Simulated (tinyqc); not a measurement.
Inside a calculation. Method: power iteration on a symmetric matrix. Computed by tinyqc, a small Python program that keeps every step. Settings: method = power, shift = 0.61. Command: `OMP_NUM_THREADS=1 python tinyqc.py 29067 29068 out.jsonl` (the two numbers bound the seeds that draw the settings). One thread of a shared host (Intel(R) Xeon(R) Processor @ 2.60GHz), about 0.01 s of CPU time with the checks.

## Step 1

A:
```
         1        2        3
1   0.2140  -0.0190  -0.3610
2  -0.0190   2.1750   0.1410
3  -0.3610   0.1410   3.0820
```

vector v at the start: 0.5774  0.5774  0.5774

shift = 0.6100

w = (A - shift) v; v' = w/|w| with its largest component positive (the first on a tie); lambda = v'^T A v'.

vector after step 1: -0.2659  0.5780  0.7715

Rayleigh quotient after step 1 = 2.8560

## Step 2

As before.

vector after step 2: -0.0792  0.4375  0.8957

Rayleigh quotient after step 2 = 3.0534

## Step 3

As before.

vector after step 3: -0.1220  0.3301  0.9360

Rayleigh quotient after step 3 = 3.1116

## Course of the iteration

Stop when the residual |A v - lambda v| is below 1e-9.

Steps:
```
step    lambda  residual
1     2.855993  6.10e-01
2     3.053415  3.01e-01
3     3.111613  1.86e-01
4     3.133968  1.15e-01
5     3.142479  7.08e-02
6     3.145668  4.32e-02
7     3.146854  2.63e-02
8     3.147294  1.60e-02
9     3.147457  9.76e-03
10    3.147517  5.94e-03
11    3.147539  3.61e-03
12    3.147548  2.20e-03
13    3.147551  1.34e-03
14    3.147552  8.14e-04
15    3.147552  4.96e-04
16    3.147553  3.02e-04
17    3.147553  1.84e-04
18    3.147553  1.12e-04
19    3.147553  6.80e-05
20    3.147553  4.14e-05
21    3.147553  2.52e-05
22    3.147553  1.53e-05
23    3.147553  9.32e-06
24    3.147553  5.67e-06
25    3.147553  3.45e-06
26    3.147553  2.10e-06
27    3.147553  1.28e-06
28    3.147553  7.78e-07
29    3.147553  4.73e-07
30    3.147553  2.88e-07
```

all eigenvalues, for comparison: 0.1693  2.1542  3.1476

Not converged in 30 steps: the residual falls only by the ratio of the two largest distances of eigenvalues from the shift, 0.61 a step.
